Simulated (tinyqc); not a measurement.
The integration grid: Kohn-Sham R2SCAN on finer and finer grids in the 6-31g basis, for H2, spin multiplicity 1. Computed by the program tinyqc with PySCF. Command: `OMP_NUM_THREADS=1 python tinyqc.py 110732 110733 out.jsonl`; one thread of a shared host (Intel(R) Xeon(R) Processor @ 2.60GHz), about 2 s.

Geometry (angstrom):
```
atom       x       y       z
H     0.0000  0.0000  0.0000
H     0.0000  0.0000  0.8700
```

Self-consistent on each grid; the net force on the molecule should vanish.

Kohn-Sham energy on Becke grids (radial x angular points per atom):
```
grid       points  residual of the electron count  E (hartree)  E - finest (mhartree)  largest net force without grid terms (hartree/bohr)
10 x 14       272                        7.02e-03     -1.16188               -3.69160                                             1.11e-16
15 x 26       768                       -5.03e-03     -1.15831               -0.11900                                             1.11e-16
20 x 50      1986                        1.72e-05     -1.15821               -0.02366                                             3.33e-16
30 x 86      5138                        3.94e-06     -1.15819               -0.00800                                             1.11e-16
50 x 194    19362                        2.04e-08     -1.15819                0.00000                                             5.55e-17
75 x 302    45244                       -4.47e-09     -1.15819                0.00000                                             2.22e-16
120 x 590  141382                       -1.20e-10     -1.15819                0.00000                                             1.11e-16
```

The energy is within 0.1 mhartree of the finest grid first at 20 x 50. The error has one sign here, though quadrature is not variational. The net force vanishes by symmetry here, so only the electron count signals a poor grid.
